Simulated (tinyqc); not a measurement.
Inside a calculation: deformation-potential model of the Delta valleys of a conduction band. Values are carried at full precision from step to step, so a last printed digit may differ when a step is redone from the rounded ones.

s11 = (C11 + C12)/((C11 - C12)(C11 + 2 C12)), s12 = -C12/((C11 - C12)(C11 + 2 C12)), s44 = 1/C44; exx = s11 sxx + s12 (syy + szz) and cyclic, exy = s44 sxy/2; tension is positive. A uniaxial stress X along the unit vector n is s_ij = X n_i n_j.

Constants: kB = 8.617333262e-05 eV/K; hbar^2/2m0 = 3.80998211 eV angstrom^2.

Values chosen for the exercise (near those of Si; the results hold for these values, not for the real material): C11 = 169.7 GPa; C12 = 63 GPa; C44 = 81.6 GPa; load = uniaxial [100] (kind of stress); X = -0.95 GPa (stress); Xd = 1.07 eV (dilation potential); Xu = 8.7 eV (uniaxial potential); T = 400 K (temperature); ml = 0.912 m0 (longitudinal mass); mt = 0.187 m0 (transverse mass).

## Strain from a uniaxial [100] stress

Form the compliances and the strain.

s11, s12, s44 (1/TPa): 7.3753  -1.9968  12.2549

strain tensor:
```
           x         y         z
x  -0.007007  0.000000  0.000000
y   0.000000  0.001897  0.000000
z   0.000000  0.000000  0.001897
```

## Valley shifts

Valleys with axes along x, y and z, each a pair at +k and -k. Herring-Vogt shift of a valley with unit axis a: dE = Xd tr(e) + Xu a.e.a. Non-degenerate shares n_i = exp(-dE_i/kT)/sum_j exp(-dE_j/kT). Inverse mass tensor of a valley: (1 - a a)/mt + a a/ml; the masses are taken as independent of strain.

Apply the Herring-Vogt formula to each valley.

Xd tr(e) = -3.44 meV

a.e.a: x -0.007007, y 0.001897, z 0.001897

shifts dE (meV): x -64.39, y 13.07, z 13.07

The lowest valley is x, 77.5 meV below the highest; the mean shift over all valleys is (Xd + Xu/3) tr(e) = -12.75 meV.

## Shares of the electrons

Boltzmann factors of the shifts.

kT = 34.469 meV

shares: x 0.8255, y 0.0872, z 0.0872

effective number of valley axes, 1/(largest share) = 1.211

## Conductivity mass tensor

With one scattering time for all valleys the conductivity goes as M = sum_i n_i (inverse mass tensor of valley i); along the unit vector u, 1/m_c = u.M.u. Without stress 1/m_c = (1/ml + 2/mt)/3. Take u along [110].

M (1/m0):
```
       x      y      z
x  1.838  0.000  0.000
y  0.000  4.977  0.000
z  0.000  0.000  4.977
```

m_c along [110] = 0.2935 m0
m_c without stress = 0.2544 m0

The repopulation alone changes the mobility along [110] by -13.3 %; with all electrons in the valleys lightest or heaviest along this direction it would change by +36 or -18 %.

## Effective density of states

Each of the 6 whole valleys has m_d = (ml mt^2)^(1/3) and N = 2 (m_d kT/(4 pi c))^(3/2), c = hbar^2/2m0. Counted from the lowest edge, Nc = N x 2 x sum_i exp(-(dE_i - dE_min)/kT). 1 angstrom^-3 = 1e24 cm^-3.

m_d = 0.3171 m0
N of one valley = 6.900e+18 cm^-3
Nc under stress = 1.672e+19 cm^-3
Nc without stress = 4.140e+19 cm^-3

## Piezoresistance from repopulation

For small stress d(rho)/rho = pi X. For valleys on the cube axes pi11 = -(2/3) Xu (s11 - s12)/kT x (K - 1)/(2K + 1), pi12 = -pi11/2, pi44 = 0, K = ml/mt. For stress along [110]: pi_l = (pi11 + pi12 + pi44)/2 with the current along it and pi_t = (pi11 + pi12 - pi44)/2 with the current along [1-10]. 1/GPa = 100 x 1e-11/Pa.

K = 4.877

pi11, pi12, pi44 (1e-11/Pa): -56.9  28.4  0.0

pi_l, pi_t for [110] (1e-11/Pa): -14.2  -14.2

Only the transfer between valleys is counted; changes of mass and of intervalley scattering add to it in a real crystal.

## Checks

- Conductivity mass at zero stress against 3/(1/ml + 2/mt): both 0.2544167.
- Piezoresistance coefficients by finite differences against the closed form: largest difference 4.2e-09.

Computed by tinyqc, a small Python program: `OMP_NUM_THREADS=1 python tinyqc.py 1050098 1050099 out.jsonl` (the numbers bound the seed that draws the inputs); one thread of a shared host (Intel(R) Xeon(R) Processor @ 2.30GHz), about 0.03 s for the whole set of steps.
